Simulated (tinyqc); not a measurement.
What moves the results: pair of shallow donors (hydrogen-like orbitals). A value that a table varies takes the place of the one given here.

Each donor has the orbital exp(-r/a); energy unit Ha* = q/(eps a), q = e^2/(4 pi eps0), so that a lone donor is bound by Ha*/2; x = R/a. One electron: S = (1 + x + x^2/3) exp(-x), j = 1/x - (1 + 1/x) exp(-2x), k = (1 + x) exp(-x); levels E(+/-) = -1/2 - (j +/- k)/(1 +/- S) in Ha*, without the repulsion of the ions, split by D = |E(-) - E(+)|. In six valleys the overlaps S and k are multiplied by v = [cos(K Rx) + cos(K Ry) + cos(K Rz)]/3, K = k0 (2 pi/a_lat), for isotropic envelopes and the symmetric valley state.

Two electrons, Heitler-London: with S' = (1 - x + x^2/3) exp(x), C = 1/x - exp(-2x)(1/x + 11/8 + 3x/4 + x^2/6), X = (1/5){exp(-2x)(25/8 - 23x/4 - 3x^2 - x^3/3) + (6/x)[S^2 (0.5772157 + ln x) + S'^2 Ei(-4x) - 2 S S' Ei(-2x)]}, Q = C - 2j + 1/x and A = X - 2 S k + S^2/x, the singlet and triplet lie at (Q +/- w A)/(1 +/- w S^2) from two lone donors, with the valley weight w = v^2; the exchange is J = triplet - singlet.

Constants: e^2/(4 pi eps0) = 14.39964547 eV angstrom.

Parameters, chosen for this exercise (near those of two donors in Si; the results hold for these values, not for the real material): a = 20 angstrom (orbital radius); eps = 11.7 (dielectric constant); a_lat = 5.431 angstrom (lattice constant); k0 = 0.842 2 pi/a_lat (valley position); sites = ((7.5, 7.5, 0), (8, 8, 0), (8.5, 8.5, 0), (9, 9, 0), (9.5, 9.5, 0), (10, 10, 0), (10.5, 10.5, 0), (11, 11, 0), (11.5, 11.5, 0), (12, 12, 0)) a_lat (positions of the second donor); Ns = (0.022, 0.056, 0.13, 0.33, 0.78, 1.7, 3.3) x 1e18/cm^3 (donor densities); n = (10.5, 0.5, 0) a_lat (separation vector).

## Lattice sites along [110]

D and J for each site, and for v = 1.

Results:

| site | R (angstrom) | v | D (meV) | J (micro-eV) | J for v = 1 |
|---|---|---|---|---|---|
| (7.5, 7.5, 0) | 57.6 | 0.069 | 0.759 | 26.1 | 5.67e+03 |
| (8, 8, 0) | 61.4 | 0.275 | 2.75 | 331 | 4.44e+03 |
| (8.5, 8.5, 0) | 65.3 | 0.701 | 6.50 | 1.68e+03 | 3.45e+03 |
| (9, 9, 0) | 69.1 | -0.255 | 2.01 | 172 | 2.66e+03 |
| (9.5, 9.5, 0) | 73.0 | 1.000 | 7.35 | 2.04e+03 | 2.04e+03 |
| (10, 10, 0) | 76.8 | -0.251 | 1.53 | 97.6 | 1.55e+03 |
| (10.5, 10.5, 0) | 80.6 | 0.694 | 3.77 | 567 | 1.18e+03 |
| (11, 11, 0) | 84.5 | 0.283 | 1.32 | 71.3 | 890 |
| (11.5, 11.5, 0) | 88.3 | 0.061 | 0.246 | 2.48 | 668 |
| (12, 12, 0) | 92.2 | 0.863 | 3.06 | 372 | 500 |

How do the results move?

Over these sites the envelope alone changes J by a factor 11.3, and the valley factor v^2 by 270; J runs from 2.48 at (11.5, 11.5, 0) to 2.04e+03 micro-eV at (9.5, 9.5, 0). Along [110] only two valleys keep their phase, so v = (1 + 2 cos)/3 can pass through zero. J does not fall steadily with distance.

## From lone donors to an impurity band (impurity band of shallow donors (Hubbard estimate))

Donors on a simple cubic lattice of spacing R = N^(-1/3) (1/angstrom^3 = 1e24/cm^3), Ha* = q/(eps a), q = e^2/(4 pi eps0), x = R/a. Hopping t = Ha* (1 + x) exp(-x), band width B = 12 t, on-site repulsion U = (5/8) Ha*; the gap closes near B/U = 1.15. Valley factors and disorder are left out.

Results:

| N (1e18/cm^3) | R (angstrom) | N^(1/3) a | t (meV) | B (meV) | B/U |
|---|---|---|---|---|---|
| 0.022 | 356.9 | 0.056 | 2.06e-05 | 0.000248 | 6.44e-06 |
| 0.056 | 261.4 | 0.077 | 0.00183 | 0.0219 | 0.000570 |
| 0.13 | 197.4 | 0.101 | 0.0346 | 0.415 | 0.0108 |
| 0.33 | 144.7 | 0.138 | 0.365 | 4.38 | 0.114 |
| 0.78 | 108.6 | 0.184 | 1.73 | 20.8 | 0.540 |
| 1.7 | 83.8 | 0.239 | 4.84 | 58.1 | 1.51 |
| 3.3 | 67.2 | 0.298 | 9.33 | 112 | 2.91 |

What can be read from the table?

B/U passes 1.15 between 0.78 and 1.7 x 1e18/cm^3; the root is x = 4.52, N^(1/3) a = 0.221, N = 1.3 x 1e18/cm^3, below the 2.2 that the empirical rule N^(1/3) a = 0.26 gives; the estimate is rough, since random positions, the overlap of the orbitals and screening are left out. While N grows by 150 times, t grows by 4.52e+05 times.

## What each parameter does

x, D = |E(-) - E(+)| and J. Each row changes one parameter from the base and keeps the others.

Results:

| case | x | D (meV) | J (micro-eV) |
|---|---|---|---|
| base | 2.855 | 2.491 | 279 |
| a = 22 angstrom | 2.595 | 2.584 | 343 |
| eps = 12.9 | 2.855 | 2.259 | 253 |
| k0 = 0.822 2 pi/a_lat | 2.855 | 1.981 | 177 |
| n = (11.5, 0.5, 0) a_lat | 3.126 | 0.9255 | 37.7 |

What does this show?

The largest shifts from the base row, up to three for each result and ties (the steps differ in size, so this ranks the rows, not the parameters). x: n +0.271, a -0.260; unchanged at the printed digits by eps and k0. D (meV): n -1.57, k0 -0.510, eps -0.232. J (micro-eV): n -241, k0 -102, a +64.3.

(tinyqc, `OMP_NUM_THREADS=1 python tinyqc.py 1250010 1250011 out.jsonl`, Intel(R) Xeon(R) Processor @ 2.30GHz, 1 thread, shared host, about 0.01 s.)
